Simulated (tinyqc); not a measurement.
Numerical transform against the formula: Lorentz oscillators and the Kramers-Kronig relations.

eps(E) = 1 + sum_j S_j/(E0_j^2 - E^2 - i G_j E).

Kramers-Kronig: eps1(E) = 1 + (2/pi) P integral_0^infinity E1 eps2(E1)/(E1^2 - E^2) dE1. Maclaurin rule on the grid E_j = j h, j = 1 .. M: eps1(E_i) = 1 + (4 h/pi) sum over j with j - i odd of E_j eps2(E_j)/(E_j^2 - E_i^2); nothing is added above E_M.

Inputs chosen for the exercise (line positions loosely like those of SiC; Lorentz tails absorb below the gap, where the real solid is clear; the results hold for these values, not for the real material): E0 = (5.88, 7.72, 9.55) eV (resonances); G = (0.94, 0.86, 2.04) eV (widths); S = (44, 150.3, 72.4) eV^2 (strengths); h = 0.8 eV (grid step); M = 30 (grid points E_j = j h).

Every third grid point is listed; the error is the transform minus the formula.

Dielectric function:

| E (eV) | eps2 | eps1 formula | eps1 transform | error |
|---|---|---|---|---|
| 1.60 | 0.158 | 5.821 | 5.567 | -0.254 |
| 4.00 | 0.834 | 7.653 | 7.355 | -0.298 |
| 6.40 | 5.980 | 6.117 | 5.930 | -0.186 |
| 8.80 | 5.760 | -5.182 | -6.876 | -1.694 |
| 11.20 | 1.359 | -3.176 | -2.648 | 0.528 |
| 13.60 | 0.346 | -1.189 | -1.341 | -0.152 |
| 16.00 | 0.151 | -0.382 | -0.234 | 0.148 |
| 18.40 | 0.082 | 0.033 | -0.031 | -0.063 |
| 20.80 | 0.051 | 0.279 | 0.346 | 0.067 |
| 23.20 | 0.034 | 0.439 | 0.395 | -0.045 |

The largest error listed is -1.694 at 8.80 eV. The rule samples every 2h = 1.6 eV and the narrowest line is 0.86 eV wide, so it is not resolved. The grid ends at 24 eV, where eps2 is still 0.030; the error at the last point listed, nearest the missing tail, is -0.045.

tinyqc: `OMP_NUM_THREADS=1 python tinyqc.py 1682508 1682509 out.jsonl`; about 0.2 s, one thread, shared Intel(R) Xeon(R) Processor @ 2.30GHz.
